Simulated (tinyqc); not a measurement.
Comparisons within one model: six-band Luttinger-Kohn model with strain. A value that a table varies takes the place of the one given here.

Six-band Luttinger-Kohn model in the basis |3/2,3/2>, |3/2,1/2>, |3/2,-1/2>, |3/2,-3/2>, |1/2,1/2>, |1/2,-1/2>, electron energies, zero at the top of the unstrained valence band. H = -[rows: (P+Q, -S, R, 0, -S/r2, r2 R); (-S*, P-Q, 0, R, -r2 Q, r32 S); (R*, 0, P-Q, S, r32 S*, r2 Q); (0, R*, S*, P+Q, -r2 R*, -S*/r2); (-S*/r2, -r2 Q, r32 S, -r2 R, P+Dso, 0); (r2 R*, r32 S*, r2 Q, -S/r2, 0, P+Dso)], r2 = sqrt(2), r32 = sqrt(3/2). Levels are twofold.

P = c g1 k^2 - av tr(e); Q = c g2 (kx^2 + ky^2 - 2 kz^2) - (b/2)(exx + eyy - 2 ezz); R = c sqrt3 [-g2 (kx^2 - ky^2) + 2i g3 kx ky] + (sqrt3/2) b (exx - eyy) - i d exy; S = 2 c sqrt3 g3 (kx - i ky) kz - d (exz - i eyz); c = hbar^2/2m0, e the strain tensor (not engineering shear).

s11 = (C11 + C12)/((C11 - C12)(C11 + 2 C12)), s12 = -C12/((C11 - C12)(C11 + 2 C12)), s44 = 1/C44; exx = s11 sxx + s12 (syy + szz) and cyclic, exy = s44 sxy/2; tension is positive. A uniaxial stress X along the unit vector n is s_ij = X n_i n_j.

Constants: hbar^2/2m0 = 3.80998211 eV angstrom^2.

Inputs chosen for the exercise (near those of GaP; the results hold for these values, not for the real material): Dso = 0.082 eV (spin-orbit splitting); g1 = 4.06 (Luttinger gamma1); g2 = 0.49 (gamma2); g3 = 1.25 (gamma3); av = 1.67 eV (valence hydrostatic potential); b = -1.6 eV (tetragonal shear potential); d = -4.53 eV (trigonal shear potential); C11 = 138.3 GPa; C12 = 61.3 GPa; C44 = 69.8 GPa; load = biaxial (001) (kind of stress); X1 = 0.9 GPa (size of the stress); E_h = 10 meV (hole energy below the top); X = -1.69 GPa (stress).

## Sweep of a biaxial (001) stress

Edges at k = 0 and curvature masses of the top pair along [110] and [001] (step 0.0002 1/angstrom); at zero stress the top is fourfold and has no single curvature.

Edges and masses:
```
X (GPa)  top (eV)  second (eV)  third (eV)  splitting (meV)  m [110]  m [001]
-2.10      0.0168      -0.0251     -0.1543             41.8    0.220    0.325
-1.40      0.0112      -0.0246     -0.1224             35.7    0.220    0.325
-0.70      0.0056      -0.0177     -0.0967             23.3    0.220    0.325
0.00       0.0000       0.0000     -0.0820              0.0        -        -
0.70       0.0277      -0.0056     -0.0772             33.3    0.301    0.180
1.40       0.0606      -0.0112     -0.0777             71.8    0.312    0.173
2.10       0.0958      -0.0168     -0.0804            112.5    0.317    0.170
```

The splitting reaches 41.8 meV under compression and 112.5 meV under the same tension; linear shear terms alone would make the two equal, and the difference comes from the coupling to the split-off band. At the ends of the sweep the top pair has a mass along [110] of 0.220 under compression and 0.317 under tension, so compression gives the lighter holes along [110]; along [001] it has 0.325 and 0.170. The top edge itself moves by +17 and +96 meV.

## Which stress helps holes along [110]

Each load has size X1 (biaxial: sxx = syy); masses are curvatures of the top pair at k = 0.

Results:
```
load                         splitting (meV)  top edge (meV)  m [110]  m [001]
uniaxial [110], compression             40.3            17.3    0.135    0.305
uniaxial [110], tension                 26.5            23.1    0.493    0.214
uniaxial [100], compression             43.9            19.5    0.225    0.305
uniaxial [100], tension                 27.8            24.5    0.262    0.220
uniaxial [111], compression             39.2            16.6    0.166    0.246
uniaxial [111], tension                 25.9            22.6    0.356    0.246
biaxial (001), compression              27.8             7.2    0.220    0.325
biaxial (001), tension                  43.9            36.7    0.305    0.178
```

The lightest mass along [110] (0.135) comes with uniaxial [110], compression. The largest splitting (43.9 meV) comes with uniaxial [100], compression; biaxial (001), tension. The heaviest mass along [001] (0.325), which lowers the confinement energy in a (001) channel, comes with biaxial (001), compression. The splitting per GPa follows b (s11 - s12) for loads along cube axes and d s44 for [111]: here 2 |b| (s11 - s12) = 41.6 and |d| s44/sqrt3 = 37.5 meV per GPa in the limit of large Dso; where the splitting nears Dso, mixing with the split-off band makes it depend on the sign of the load.

## Warping of the constant-energy contours (six-band Luttinger-Kohn model)

No strain (e = 0). In the plane kz = 0, |k| where the top and second pairs lie E_h below the top, against the angle from [100]; m = c k^2/E_h.

Contours:
```
angle (degrees)  k top (1/angstrom)  k second (1/angstrom)  m top (m0)  m second (m0)
0                            0.0292                 0.0229       0.325          0.200
9                            0.0301                 0.0226       0.345          0.194
18                           0.0323                 0.0219       0.398          0.182
27                           0.0352                 0.0212       0.473          0.172
36                           0.0380                 0.0209       0.549          0.166
45                           0.0392                 0.0207       0.584          0.164
```

The heavy contour reaches 1.341 times as far along [110] as along [100], the light one 0.903 times. The warping follows g3 - g2 = 0.76 and would vanish for g2 = g3. Along [100] the heavy mass is 1/(g1 - 2 g2) = 0.325 at any energy, while the light one is 0.2003, against 1/(g1 + 2 g2) = 0.1984 at the edge, for E_h/Dso = 0.12.

## What each parameter does

Edges at k = 0 under a biaxial (001) stress X and the curvature mass of the top pair along [110] (step 0.0002 1/angstrom). Each row changes one parameter from the base and keeps the others.

Results:
```
case              top (eV)  second (eV)  third (eV)  mass (m0)
base                0.0135      -0.0253     -0.1351      0.220
Dso = 0.066 eV      0.0135      -0.0202     -0.1242      0.220
d = -5.436 eV       0.0135      -0.0253     -0.1351      0.220
b = -1.28 eV        0.0065      -0.0287     -0.1247      0.220
g1 = 3.248          0.0135      -0.0253     -0.1351      0.268
X = -2.028 GPa      0.0162      -0.0252     -0.1509      0.220
g3 = 1.5            0.0135      -0.0253     -0.1351      0.220
C11 = 110.64 GPa    0.0306      -0.0139     -0.1713      0.220
```

The largest shifts from the base row, up to three for each result and ties (the steps differ in size, so this ranks the rows, not the parameters). top (eV): C11 +0.0171, b -0.0070, X +0.0027; unchanged at the printed digits by Dso, d, g1 and g3. second (eV): C11 +0.0114, Dso +0.0051, b -0.0034; unchanged at the printed digits by d, g1 and g3. third (eV): C11 -0.0362, X -0.0158, Dso +0.0109; unchanged at the printed digits by d, g1 and g3. mass (m0): g1 +0.048; unchanged at the printed digits by Dso, d, b, X, g3 and C11. The Luttinger parameters multiply k^2 and cannot move the edges; av shifts all edges alike and leaves the mass.

Program tinyqc; command `OMP_NUM_THREADS=1 python tinyqc.py 1080286 1080287 out.jsonl`; about 0.07 s on one thread of a shared Intel(R) Xeon(R) Processor @ 2.30GHz.
